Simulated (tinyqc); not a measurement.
Worked calculation: collinear exchange A + BC -> AB + C on a London-Eyring-Polanyi-Sato surface: saddle, string of images and rate. Computed by tinyqc, a small Python program that keeps every step. Command: `OMP_NUM_THREADS=1 python tinyqc.py 3112044 3112045 out.jsonl leps walk`. One thread of a shared host (Intel(R) Xeon(R) Processor @ 2.30GHz), about 0.04 s of CPU time with the checks. Intermediate numbers are printed to about 5 digits and carried at full precision; extremes and crossings named in words are read from the listed rows.

x = r(AB), y = r(BC), r(AC) = x + y. V is counted from separated atoms, the barrier from A + BC, that is V + D(BC).

Inputs (values chosen for the exercise, bond data loosely for abstraction of hydrogen from a Si-H bond by a hydrogen atom; the barrier is not fitted):
```
quantity            value           unit
D(AB)                4.75             eV
r0(AB)              0.742       angstrom
beta(AB)             1.94     1/angstrom
D(BC)                3.94             eV
r0(BC)               1.48       angstrom
beta(BC)             1.52     1/angstrom
D(AC)                 4.1             eV
r0(AC)               1.48       angstrom
beta(AC)             1.52     1/angstrom
Sato parameter S     0.15              -
mass of A           1.008              u
mass of B           1.008              u
mass of C           28.09              u
temperature T        1200              K
step of the string  0.015  angstrom^2/eV
```

Constants: nu for 1 eV/(angstrom^2 u) = 15.6333042 THz; h x 1 THz = 4.135667696 meV; k_B = 1.380649e-23 J/K; u = 1.6605390666e-27 kg; k_B = 8.617333262e-05 eV/K.

## One point of the surface

For each pair, with u = exp(-beta (r - r0)): Q = D [(3 + S) u^2 - (2 + 6 S) u]/(4 (1 + S)), J = D [(1 + 3 S) u^2 - (6 + 2 S) u]/(4 (1 + S)); V = Q1 + Q2 + Q3 - sqrt(((J1 - J2)^2 + (J2 - J3)^2 + (J3 - J1)^2)/2). Take x = r0(AB) + 0.3 and y = r0(BC) + 0.1 angstrom.

Pair terms:
```
pair        u    Q (eV)   J (eV)
AB    0.55878  -0.65769  -3.1676
BC    0.85899  -0.14287  -3.7188
AC    0.17625  -0.36836  -0.9495
```

V = -3.7078 eV

## Relaxing the string

String of 9 images between the fixed ends (r0(AB) + 2, r0(BC)) and (r0(AB), r0(BC) + 2), started on the two straight legs through (r0(AB) + 0.3, r0(BC) + 0.3): each iteration moves the inner images by -step x gradient (central differences) and spaces them evenly again along the broken line (coordinates are kept between 0.2 and 8 angstrom); stop when no coordinate changes by more than 1e-5 angstrom, at most 400 iterations.

Course:
```
iteration  highest inner image above A + BC (eV)  largest move (angstrom)
1                                        0.33774               4.8222e-02
2                                        0.29872               4.1818e-02
3                                        0.26836               3.3289e-02
4                                        0.24532               2.4530e-02
5                                        0.22806               1.6953e-02
6                                        0.21530               1.3219e-02
7                                        0.20603               1.1257e-02
...                                          ...                      ...
38                                       0.18561               3.0367e-05
39                                       0.18561               2.5225e-05
40                                       0.18561               2.0948e-05
41                                       0.18561               1.7393e-05
42                                       0.18561               1.4438e-05
43                                       0.18561               1.1984e-05
44                                       0.18561               9.9451e-06
```

Images at the end:
```
image  x (angstrom)  y (angstrom)  V + D(BC) (eV)
0            2.7420        1.4800         0.01016
1            2.2893        1.4815         0.02582
2            1.8365        1.4869         0.07011
3            1.3859        1.5265         0.18561
4            0.9797        1.7265         0.08201
5            0.7709        2.1233        -0.51869
6            0.7466        2.5745        -0.70840
7            0.7432        3.0272        -0.77067
8            0.7420        3.4800        -0.79324
```

last move = 9.9451e-06 angstrom

Converged in 44 iterations.

## Saddle by Newton steps

From the highest inner image, z -> z - H^-1 g with gradient g and Hessian H by central differences, steps capped at 0.15 angstrom, 12 steps.

The first seven points:
```
step       x       y  V + D(BC) (eV)  |g| (eV/angstrom)
0     1.3859  1.5265         0.18561         3.4878e-01
1     1.2379  1.5512         0.22979         2.2600e-01
2     1.1360  1.5918         0.23546         1.9123e-01
3     1.1708  1.5850         0.23771         1.4335e-02
4     1.1734  1.5849         0.23771         6.7788e-05
5     1.1734  1.5849         0.23771                  0
6     1.1734  1.5849         0.23771                  0
```

saddle (x, y) (angstrom): 1.1734  1.5849

barrier = 0.23771 eV

Hessian (eV/angstrom^2):
```
         x       y
x  -1.2411  5.7344
y   5.7344  9.0469
```

The highest image lies 52.1 meV below the saddle. Stretches at the saddle: AB 0.431, BC 0.105 angstrom, for a reaction energy D(BC) - D(AB) = -0.81 eV: an early barrier for an exothermic step.

## Frequencies at the saddle

Wilson matrix G = [[1/m_A + 1/m_B, -1/m_B], [-1/m_B, 1/m_B + 1/m_C]]; eigenvalues lambda of G H give nu = 15.6333042 THz x sqrt(|lambda|), the negative one being imaginary. Reactant: nu_BC from k = 2 D beta^2 and 1/m_B + 1/m_C. Skew angle: cos = sqrt(m_A m_C/((m_A + m_B)(m_B + m_C))).

imaginary frequency = 48.086 THz

real frequency at the saddle = 34.669 THz

nu_BC = 67.621 THz

skew angle = 45.993 degrees

## Transition-state rate

One-dimensional rate constant without tunnelling, k = sqrt(k_B T/(2 pi mu)) [sinh(h nu_BC/(2 k_B T))/sinh(h nu_s/(2 k_B T))] exp(-barrier/(k_B T)) with mu = m_A (m_B + m_C)/(m_A + m_B + m_C); Wigner factor 1 + (h nu_i/(k_B T))^2/24; adiabatic barrier = barrier + h (nu_s - nu_BC)/2.

adiabatic barrier = 0.16957 eV

rate constant k = 30813 cm/s

Wigner factor = 1.1541

## Rate against temperature

The formulas are those given above.

Rates; the last column is k_B T^2 d ln k/dT:
```
T (K)    k (cm/s)  Wigner factor  activation energy (eV)
300    9.0786e+01         3.4657                 0.18306
400    5.4662e+02         2.3869                 0.18900
550    2.5307e+03         1.7336                 0.19982
750    8.1054e+03         1.3945                 0.21565
1000   1.9311e+04         1.2219                 0.23483
1400   4.3845e+04         1.1132                 0.26218
2000   8.7563e+04         1.0555                 0.29746
```

The activation energy goes from 0.183 eV at 300 K, near the adiabatic barrier plus k_B T/2 (0.183), to 0.297 eV at 2000 K; the classical limit is the barrier plus k_B T/2 (0.324).

Checks made by the program: V for A far away against -D(BC) (relative difference below 1e-10).
